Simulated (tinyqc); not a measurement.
Short-channel transistor, virtual-source model with series resistance: course of the iteration: current through the series resistance.

The current per gate width is the charge at the top of the source barrier (the virtual source) times its velocity times a saturation function; al and be are fitting constants of the model. Units: I in uA/um, Rs in ohm um, so I Rs = 1e-6 I Rs in volts; Q in uC/cm^2, so I = 1e-4 Q vx0 Fsat with vx0 in cm/s.

Intrinsic voltages Vg' = Vgs - I Rs, Vd' = Vds - 2 I Rs. n = n0 + nd Vd', VT = VT0 - dl Vd', Ff = 1/(1 + exp((Vg' - VT + al Vt/2)/(al Vt))), Q = Cinv n Vt ln(1 + exp((Vg' - VT + al Vt Ff)/(n Vt))), Vdsat = (vx0 L/mu)(1 - Ff) + Vt Ff, Fsat = u/(1 + u^be)^(1/be) with u = Vd'/Vdsat, and I(out) = Q vx0 Fsat per width. (Fsat takes the sign of u.) I(new) = I + 0.5 (I(out) - I).

Stop when I changes by less than 1e-7 uA/um, or after 80 iterations.

Inputs (values chosen for the exercise):
- T = 300 K (temperature)
- Cinv = 3.11 uF/cm^2 (inversion capacitance)
- vx0 = 1.48e7 cm/s (velocity at the virtual source)
- mu = 570 cm^2/(V s) (apparent mobility)
- L = 90 nm (channel length)
- VT0 = 0.43 V (threshold at zero drain voltage)
- dl = 0.125 V/V (drain-induced barrier lowering)
- n0 = 1.11 (subthreshold factor)
- nd = 0.1 1/V (growth of n with drain voltage)
- al = 3.5 (threshold shift (in units of Vt) from weak to strong inversion)
- be = 1.8 (sharpness of saturation)
- Rs = 90 ohm um (series resistance of each contact)
- Vgs = 0.7 V (gate voltage)
- Vds = 0.7 V (drain voltage)

Constants: q = 1.602176634e-19 C, kB = 1.380649e-23 J/K, Vt = kB T/q. Results are converted to the units shown.

I at the start = 0 uA/um

Course of the iteration:
```
iteration  I (uA/um)  |change| (uA/um)
1            768.631               769
2            954.402               186
3            1000.23              45.8
4            1011.63              11.4
5            1014.46              2.84
6            1015.17             0.707
7            1015.34             0.176
8            1015.39            0.0439
9            1015.40            0.0109
10           1015.40           2.72e-3
11           1015.40           6.79e-4
12           1015.40           1.69e-4
13           1015.40           4.21e-5
14           1015.40           1.05e-5
15           1015.40           2.62e-6
16           1015.40           6.52e-7
17           1015.40           1.62e-7
18           1015.40           4.05e-8
```

Did this iteration meet its convergence test, and what does its course show?

Yes. Converged in 18 iterations. At the end each change is about 0.25 times the one before: linear convergence.

Computed by the program tinyqc: `OMP_NUM_THREADS=1 python tinyqc.py 2380086 2380087 out.jsonl`, one thread of a shared Intel Xeon 2.30GHz, about 0.01 s for the whole run.
